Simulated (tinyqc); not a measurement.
Five-level k.p model folded onto the conduction band: one step. Exact folding onto c. Three cases, with inputs chosen for the exercise.

Question. Solve E = H_cc + S(E), S(E) = sum_j H_cj^2/(E - H_jj), from E = H_cc, by plain substitution and by Newton steps on E - H_cc - S(E). The weight of c in the state is Z = 1/(1 - dS/dE). The exact level is the third eigenvalue of H from below.

Case 1.

H (eV), lower triangle:
```
               c  lh          so      G8 up      G7 up
c      0.8212078
lh     0.2314462   0
so     0.1636572   0  -0.7480000
G8 up  0.0892491   0           0  3.4900000
G7 up  0.0631086   0           0          0  3.1600000
```

Case 2.

H (eV), lower triangle:
```
               c  lh          so      G8 up      G7 up
c      0.8008339
lh     0.2826046   0
so     0.1998316   0  -0.7640000
G8 up  0.0617826   0           0  3.5800000
G7 up  0.0436869   0           0          0  3.2300000
```

Case 3.

H (eV), lower triangle:
```
               c  lh          so      G8 up      G7 up
c      0.7602873
lh     0.1774142   0
so     0.1254508   0  -0.7940000
G8 up  0.0702039   0           0  3.5100000
G7 up  0.0496417   0           0          0  3.1700000
```

Give: Iterates (eV); exact level; Z.

Answer.

Case 1.

Iterates (eV):
```
step  substitution   Newton
0          0.82121  0.82121
1          0.89882  0.89227
2          0.89223  0.89271
3          0.89275  0.89271
4          0.89271  0.89271
5          0.89271  0.89271
6          0.89271  0.89271
7          0.89271  0.89271
```

exact level = 0.89271 eV
Z = 0.9267

Substitution multiplies the error by about dS/dE = 1 - 1/Z = -0.079 a step, so it alternates; after 7 steps it is off by 1.5e-09 eV, while Newton is within 1e-5 eV from step 2 on.

Case 2.

Iterates (eV):
```
step  substitution   Newton
0          0.80083  0.80083
1          0.92392  0.90865
2          0.90867  0.91018
3          0.91035  0.91018
4          0.91016  0.91018
5          0.91018  0.91018
6          0.91018  0.91018
7          0.91018  0.91018
```

exact level = 0.91018 eV
Z = 0.8997

Substitution multiplies the error by about dS/dE = 1 - 1/Z = -0.112 a step, so it alternates; after 7 steps it is off by 2.6e-08 eV, while Newton is within 1e-5 eV from step 2 on.

Case 3.

Iterates (eV):
```
step  substitution   Newton
0          0.76029  0.76029
1          0.80900  0.80615
2          0.80614  0.80629
3          0.80630  0.80629
4          0.80629  0.80629
5          0.80629  0.80629
6          0.80629  0.80629
7          0.80629  0.80629
```

exact level = 0.80629 eV
Z = 0.9473

Substitution multiplies the error by about dS/dE = 1 - 1/Z = -0.056 a step, so it alternates; after 7 steps it is off by 8.0e-11 eV, while Newton is within 1e-5 eV from step 2 on.

Computed by tinyqc, one run a case: `OMP_NUM_THREADS=1 python tinyqc.py N N+1 out.jsonl` with N = 1051589, 1080021, 1080177; one thread of a shared Intel(R) Xeon(R) Processor @ 2.30GHz, about 0.01 s a run at most.
